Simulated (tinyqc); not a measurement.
## One rectangular barrier with mass mismatch, transfer matrices: transmission against energy

One electron of energy E comes from the left lead (band edge 0); no transverse momentum. Parabolic bands, masses in units of m0, C = hbar^2/(2 m0); psi and psi'/m are continuous at every interface. The right lead equals the left one.

For the pair (psi, psi'/m) a flat layer has M = [[cos kd, (m/k) sin kd], [-(k/m) sin kd, cos kd]] with k = sqrt(m (E - U)/C) above its edge U, and M = [[cosh Kd, (m/K) sinh Kd], [(K/m) sinh Kd, cosh Kd]] with K = sqrt(m (U - E)/C) below it. The matrices are multiplied with later layers to the left. With M acting on (psi, psi'/m) and v = k/m in each lead, T(E) = 4 vL vR/[(vL vR M12 - M21)^2 + (vR M11 + vL M22)^2]. The last column is exp(-2 sum K d) over the layers with U > E.

Values chosen for this exercise; masses and offsets close to those of InGaAs wells and InP barriers:
- mL = 0.041 m0 (mass in the left lead)
- U1 = 0.25 eV (barrier height)
- m1 = 0.081 m0 (barrier mass)
- d1 = 1.6 nm (barrier width)

Constants: q = 1.602176634e-19 C, hbar = 1.054571817e-34 J s, m0 = 9.1093837015e-31 kg, hbar^2/(2 m0) = 0.0380998212 eV nm^2. Results are converted to the units shown.

Result of one run:
```
T(E)    exp(-2 sum K d)
0.3931           0.1301
```

Which electron energy E gave this result: 0.059, 0.098, 0.333 or 0.45 eV?

E = 0.059 eV.

The whole series:
```
E (eV)    T(E)  exp(-2 sum K d)
0.02    0.2112           0.1067
0.059   0.3931           0.1301
0.098   0.4766           0.1622
0.137   0.5250           0.2084
0.176   0.5573           0.2810
0.215   0.5810           0.4177
0.255   0.6003            1.000
0.294   0.6162            1.000
0.333   0.6303            1.000
0.372   0.6433            1.000
0.411   0.6555            1.000
0.45    0.6674            1.000
```

T(E) runs from 0.211 at 0.02 eV to 0.667 at 0.45 eV; among the rows its largest value is 0.667 at 0.45 eV. Below the barrier the ratio to exp(-2Kd) lies between 1.39 and 3.02: that is the prefactor which WKB sets to 1. Above the barrier T(E) is as low as 0.600 in these rows: both interfaces reflect, and the reflections cancel only where k d is a multiple of pi.

Computed by the program tinyqc: `OMP_NUM_THREADS=1 python tinyqc.py 2560107 2560108 out.jsonl`, one thread of a shared Intel Xeon 2.30GHz, about 0.01 s for the whole run.
